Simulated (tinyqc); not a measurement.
Averaged masses of warped heavy- and light-hole bands: one step. Density-of-states masses from three directions. Three cases, with inputs chosen for the exercise.

Task: m_d^(3/2) is the angular mean of m(u)^(3/2). The rule mean = (10 F[100] + 16 F[110] + 9 F[111])/35 is exact for cubic harmonics up to sixth order. Total m_d = (m_h^(3/2) + m_l^(3/2))^(2/3).

Four-band hole energies E = c k^2 f(u), c = hbar^2/2m0, f = g1 -/+ 2 sqrt(g2^2 + 3 (g3^2 - g2^2) s), s = ux^2 uy^2 + uy^2 uz^2 + uz^2 ux^2 for the unit vector u; minus for heavy, plus for light holes; the mass along u is 1/f.

Give: m^(3/2); m_d heavy, light; total; share of light holes.

Case 1.

Values chosen (out of a larger set: near those of GaAs; not measured data): g1 = 6.99 (Luttinger gamma1); g2 = 2.06 (gamma2); g3 = 2.92 (gamma3).

Result:

m^(3/2):
```
direction    heavy    light
[100]      0.20567  0.02700
[110]      0.52893  0.02276
[111]      0.81087  0.02176
```

m_d heavy, light (m0): [0.6376, 0.0825]

total = 0.6572 m0
share of light holes = 4.5 %

Case 2.

Values chosen (out of a larger set: near those of InAs; not measured data): g1 = 19.94 (Luttinger gamma1); g2 = 8.51 (gamma2); g3 = 9.17 (gamma3).

Result:

m^(3/2):
```
direction    heavy    light
[100]      0.20041  0.00445
[110]      0.37561  0.00428
[111]      0.49411  0.00422
```

m_d heavy, light (m0): [0.5023, 0.0265]

total = 0.5064 m0
share of light holes = 1.2 %

Case 3.

Values chosen (out of a larger set: near those of Si; not measured data): g1 = 4.29 (Luttinger gamma1); g2 = 0.34 (gamma2); g3 = 1.44 (gamma3).

Result:

m^(3/2):
```
direction    heavy    light
[100]      0.14579  0.09025
[110]      0.42366  0.05630
[111]      0.59727  0.05209
```

m_d heavy, light (m0): [0.5328, 0.1615]

total = 0.5906 m0
share of light holes = 14.3 %

Computed by tinyqc, one run a case: `OMP_NUM_THREADS=1 python tinyqc.py N N+1 out.jsonl` with N = 1050043, 1050131, 1050412; one thread of a shared Intel(R) Xeon(R) Processor @ 2.30GHz, about 0.02 s a run at most.
